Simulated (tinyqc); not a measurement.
From results back to parameters: cyclotron resonance of ellipsoidal valleys, Si type. Four cases, with inputs chosen for the exercise.

Problem. The cyclotron masses of the valleys [100] and [001] at this angle were computed from hidden ml and mt.

Valleys along [100], [010], [001] (each with its opposite partner), mass ml along the axis and mt across it. B lies in the (1-10) plane, b = (sin(theta)/sqrt2, sin(theta)/sqrt2, cos(theta)). For the angle phi between B and the axis, 1/mc^2 = cos^2(phi)/mt^2 + sin^2(phi)/(mt ml). Resonance: h nu = 2 muB B/mc, h = 2 pi hbar.

Find: X = 1/mt^2; Y = 1/(mt ml); mt; ml.

Case 1.

Values chosen (out of a larger set: near those of Si; not measured data): theta = 72 degrees (angle of B from [001] towards [110]).

mc of [100] = 0.250593 m0
mc of [001] = 0.352178 m0

Solution.

X = 1/mt^2 = 27.99
Y = 1/(mt ml) = 5.958
mt = 0.189 m0
ml = 0.89 m0

With cos^2(phi) = 0.4523 and 0.0955, the two values of 1/mc^2 are linear equations for X and Y; mt = 1/sqrt(X), ml = sqrt(X)/Y.

Case 2.

Values chosen (out of a larger set: near those of Si; not measured data): theta = 70 degrees (angle of B from [001] towards [110]).

mc of [100] = 0.244066 m0
mc of [001] = 0.337001 m0

Solution.

X = 1/mt^2 = 30.52
Y = 1/(mt ml) = 5.928
mt = 0.181 m0
ml = 0.93 m0

With cos^2(phi) = 0.4415 and 0.1170, the two values of 1/mc^2 are linear equations for X and Y; mt = 1/sqrt(X), ml = sqrt(X)/Y.

Case 3.

Values chosen (out of a larger set: near those of Si; not measured data): theta = 10 degrees (angle of B from [001] towards [110]).

mc of [100] = 0.393198 m0
mc of [001] = 0.184229 m0

Solution.

X = 1/mt^2 = 30.19
Y = 1/(mt ml) = 6.105
mt = 0.182 m0
ml = 0.90 m0

With cos^2(phi) = 0.0151 and 0.9698, the two values of 1/mc^2 are linear equations for X and Y; mt = 1/sqrt(X), ml = sqrt(X)/Y.

Case 4.

Values chosen (out of a larger set: near those of Si; not measured data): theta = 84 degrees (angle of B from [001] towards [110]).

mc of [100] = 0.250224 m0
mc of [001] = 0.405196 m0

Solution.

X = 1/mt^2 = 26.30
Y = 1/(mt ml) = 5.868
mt = 0.195 m0
ml = 0.87 m0

With cos^2(phi) = 0.4945 and 0.0109, the two values of 1/mc^2 are linear equations for X and Y; mt = 1/sqrt(X), ml = sqrt(X)/Y.

Computed by tinyqc, one run a case: `OMP_NUM_THREADS=1 python tinyqc.py N N+1 out.jsonl` with N = 1282410, 1282551, 1282584, 1282624; one thread of a shared Intel(R) Xeon(R) Processor @ 2.30GHz, about 0.01 s a run at most.
